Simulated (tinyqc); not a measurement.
Comparisons within one model: Kronig-Penney superlattice by transfer matrices. A value that a table varies takes the place of the one given here.

Wells (width a, potential 0, mass mw) alternate with barriers (width b, height V0, mass mb); period d = a + b; c = hbar^2/2m0. The vector (psi, psi'/m) is continuous, and a layer of thickness t carries it by M = [[cos kt, (m/k) sin kt], [-(k/m) sin kt, cos kt]] with k = sqrt(m (E - V)/c); for E < V, k = i kappa gives [[cosh, (m/kappa) sinh], [(kappa/m) sinh, cosh]] of kappa t. A Bloch state obeys cos(q d) = tr(Mb Mw)/2.

Constants: hbar^2/2m0 = 3.80998211 eV angstrom^2.

Values chosen for the exercise (near those of an InGaAs superlattice with barriers of InAlAs; the results hold for these values, not for the real material): a = 109 angstrom (well width); V0 = 0.505 eV (barrier height); mw = 0.0419 m0 (mass in the wells); mb = 0.0782 m0 (mass in the barriers); bs = (12, 18, 24, 31.2, 38.4, 48, 60) angstrom (barrier widths); b = 24 angstrom (barrier width).

## Barrier width

First miniband against b. m_z = -2 c f'/d^2 with f = tr M/2 at the bottom of the band. E1 is the level of the single well, kappa1 its decay constant in the barrier.

First miniband:
```
b (angstrom),bottom (eV),top (eV),W (meV),ln W,m_z (m0)
12.0,0.0303,0.0541,23.79,3.169,0.0621
18.0,0.0358,0.0491,13.29,2.587,0.0878
24.0,0.0388,0.0462,7.410,2.003,0.132
31.2,0.0407,0.0443,3.675,1.302,0.225
38.4,0.0416,0.0434,1.822,0.600,0.398
48.0,0.0421,0.0429,0.7152,-0.335,0.877
60.0,0.0424,0.0426,0.2222,-1.504,2.41
```

E1 = 0.0425 eV
kappa1 = 0.0974 1/angstrom

W falls from 23.8 to 0.22 meV, and both edges close in on E1. The slope of ln W is -0.0971 per angstrom over the first two rows and -0.0974 over the last two, against -kappa1 = -0.0974: the width follows one power of the tunnelling amplitude once the wells couple weakly. m_z grows by a factor 38.9.

## From one barrier to a miniband

Transmission through N barriers separated by wells, between leads of the well material: T = 4/[(M11 + M22)^2 + (u M12 - M21/u)^2] with u = k/mw and M the product over all layers; twelve evenly spaced energies around the first miniband.

Transmission:
```
E (eV),tr M/2 of a period,N = 1,N = 2,N = 4,N = 8
0.035444,2.078,0.0156,0.000916,3.93e-06,7.35e-11
0.036792,1.628,0.0162,0.00155,2.09e-05,4.03e-09
0.038139,1.198,0.0168,0.00296,0.000212,1.48e-06
0.039486,0.786,0.0173,0.00708,0.0310,0.0100
0.040834,0.393,0.0179,0.0287,0.0152,0.672
0.042181,0.017,0.0185,0.942,0.802,0.505
0.043528,-0.341,0.0191,0.0400,0.0174,0.124
0.044876,-0.683,0.0196,0.0106,0.371,0.130
0.046223,-1.008,0.0202,0.00505,0.00119,0.000233
0.047570,-1.317,0.0208,0.00305,0.000125,2.50e-07
0.048918,-1.611,0.0213,0.00210,2.99e-05,6.44e-09
0.050265,-1.889,0.0219,0.00157,1.04e-05,4.70e-10
```

5 of the energies lie in the miniband (|tr M/2| <= 1); there T for N = 8 runs between 0.01 and 0.672. In the gaps it falls with N: at E = 0.0503 eV from 1.04e-05 (N = 4) to 4.7e-10 (N = 8), a slope of ln T of -2.50 a period, against -2 arccosh|tr M/2| = -2.50.

## What each parameter does

Bottom and width of the first miniband, the gap above it, and m_z = -2 c f'/d^2 with f = tr M/2. Each row changes one parameter from the base and keeps the others.

Results:
```
case,bottom (eV),width (meV),gap (meV),m_z (m0)
base,0.0388,7.4,111.1,0.1318
a = 120 angstrom,0.0337,5.9,96.8,0.1388
b = 20 angstrom,0.0370,10.9,104.0,0.1000
V0 = 0.581 eV,0.0409,6.1,118.1,0.1556
mw = 0.0461 m0,0.0370,6.6,105.2,0.1469
mb = 0.0899 m0,0.0380,6.3,111.3,0.1528
```

The largest shifts from the base row, up to three for each result and ties (the steps differ in size, so this ranks the rows, not the parameters). bottom (eV): a -0.0051, V0 +0.0021, b -0.0018, mw -0.0018. width (meV): b +3.5, a -1.5, V0 -1.3. gap (meV): a -14.3, b -7.0, V0 +7.0. m_z (m0): b -0.0318, V0 +0.0239, mb +0.0211.

Program tinyqc; command `OMP_NUM_THREADS=1 python tinyqc.py 1280052 1280053 out.jsonl`; about 0.05 s on one thread of a shared Intel(R) Xeon(R) Processor @ 2.30GHz.
